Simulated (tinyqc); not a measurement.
Band gaps under pressure and temperature from deformation potentials: one step. Pressures at which the valleys cross. Four cases, with inputs chosen for the exercise.

Task: Two gaps meet at ln(V/V0) = -(E_i - E_j)/(a_i - a_j), with the gaps at T and P = 0; then P = (B0/Bp)(exp(-Bp ln(V/V0)) - 1). A dash marks expansion or a compression beyond ln(V/V0) = -0.3.

Murnaghan: V/V0 = (1 + Bp P/B0)^(-1/Bp), B0 = (C11 + 2 C12)/3. Each gap moves by a ln(V/V0) with its volume potential a, and falls with temperature by aV T^2/(T + bV) (Varshni); the two effects are added. No change of phase is considered.

Case 1.

Values chosen (near those of Ge, the X and L potentials typical of such crystals; shifted at random, so the results belong to these values and not to a real crystal): Eg = 0.896 eV (gap at Gamma to the s-like level at 0 K, 0 GPa); EgX = 0.931 eV (gap to X at 0 K, 0 GPa); EgL = 0.741 eV (gap to L at 0 K, 0 GPa); C11 = 129.3 GPa; C12 = 47.3 GPa; Bp = 3.89 (pressure derivative of the bulk modulus); aG = -9.53 eV (volume potential of the Gamma gap); aX = 1.82 eV (volume potential of the X gap); aL = -3.5 eV (volume potential of the L gap); aV = (0.561, 0.454, 0.471) meV/K (Varshni alpha of Gamma, X, L); bV = (281, 242, 235) K (Varshni beta of Gamma, X, L); T = 500 K (temperature).

Case 2.

Values chosen (near those of InP, the X and L potentials typical of such crystals; shifted at random, so the results belong to these values and not to a real crystal): Eg = 1.416 eV (gap at Gamma to the s-like level at 0 K, 0 GPa); EgX = 2.426 eV (gap to X at 0 K, 0 GPa); EgL = 2.002 eV (gap to L at 0 K, 0 GPa); C11 = 100.9 GPa; C12 = 56 GPa; Bp = 4.8 (pressure derivative of the bulk modulus); aG = -6.71 eV (volume potential of the Gamma gap); aX = 1.75 eV (volume potential of the X gap); aL = -2.85 eV (volume potential of the L gap); aV = (0.359, 0.452, 0.352) meV/K (Varshni alpha of Gamma, X, L); bV = (150, 209, 160) K (Varshni beta of Gamma, X, L); T = 77 K (temperature).

Case 3.

Values chosen (near those of InAs, the X and L potentials typical of such crystals; shifted at random, so the results belong to these values and not to a real crystal): Eg = 0.415 eV (gap at Gamma to the s-like level at 0 K, 0 GPa); EgX = 1.409 eV (gap to X at 0 K, 0 GPa); EgL = 1.146 eV (gap to L at 0 K, 0 GPa); C11 = 83.6 GPa; C12 = 45.7 GPa; Bp = 4.78 (pressure derivative of the bulk modulus); aG = -6.16 eV (volume potential of the Gamma gap); aX = 1.59 eV (volume potential of the X gap); aL = -3.93 eV (volume potential of the L gap); aV = (0.273, 0.267, 0.273) meV/K (Varshni alpha of Gamma, X, L); bV = (99, 86, 94) K (Varshni beta of Gamma, X, L); T = 300 K (temperature).

Case 4.

Values chosen (near those of GaAs, the X and L potentials typical of such crystals; shifted at random, so the results belong to these values and not to a real crystal): Eg = 1.505 eV (gap at Gamma to the s-like level at 0 K, 0 GPa); EgX = 1.943 eV (gap to X at 0 K, 0 GPa); EgL = 1.841 eV (gap to L at 0 K, 0 GPa); C11 = 123 GPa; C12 = 57.6 GPa; Bp = 4.19 (pressure derivative of the bulk modulus); aG = -8.24 eV (volume potential of the Gamma gap); aX = 1.52 eV (volume potential of the X gap); aL = -4.37 eV (volume potential of the L gap); aV = (0.526, 0.466, 0.62) meV/K (Varshni alpha of Gamma, X, L); bV = (190, 208, 209) K (Varshni beta of Gamma, X, L); T = 300 K (temperature).

Give: Crossings.

Result:

Case 1.

Crossings:
```
pair     E_i - E_j (eV)  ln(V/V0)  P (GPa)
Gamma-X         -0.0616   -0.0054     0.41
Gamma-L          0.1356    0.0225        -
L-X             -0.1972   -0.0371     2.98
```

The lowest valley changes at 2.98 GPa (L to X).

Case 2.

Crossings:
```
pair     E_i - E_j (eV)  ln(V/V0)  P (GPa)
Gamma-X         -1.0100   -0.1194    11.44
Gamma-L         -0.5866   -0.1520    15.88
L-X             -0.4234   -0.0921     8.21
```

The lowest valley changes at 11.44 GPa (Gamma to X). The real crystal changes phase near 10 GPa, so a crossing above that is not reached.

Case 3.

Crossings:
```
pair     E_i - E_j (eV)  ln(V/V0)  P (GPa)
Gamma-X         -0.9933   -0.1282    10.32
Gamma-L         -0.7302   -0.3275        -
L-X             -0.2631   -0.0477     3.12
```

The lowest valley changes at 10.32 GPa (Gamma to X). The real crystal changes phase near 7 GPa, so a crossing above that is not reached.

Case 4.

Crossings:
```
pair     E_i - E_j (eV)  ln(V/V0)  P (GPa)
Gamma-X         -0.4521   -0.0463     4.06
Gamma-L         -0.3230   -0.0835     7.93
L-X             -0.1291   -0.0219     1.82
```

The lowest valley changes at 4.06 GPa (Gamma to X).

Computed by tinyqc, one run a case: `OMP_NUM_THREADS=1 python tinyqc.py N N+1 out.jsonl` with N = 1050247, 1050679, 1050755, 1050857; one thread of a shared Intel(R) Xeon(R) Processor @ 2.30GHz, about 0.01 s a run at most.
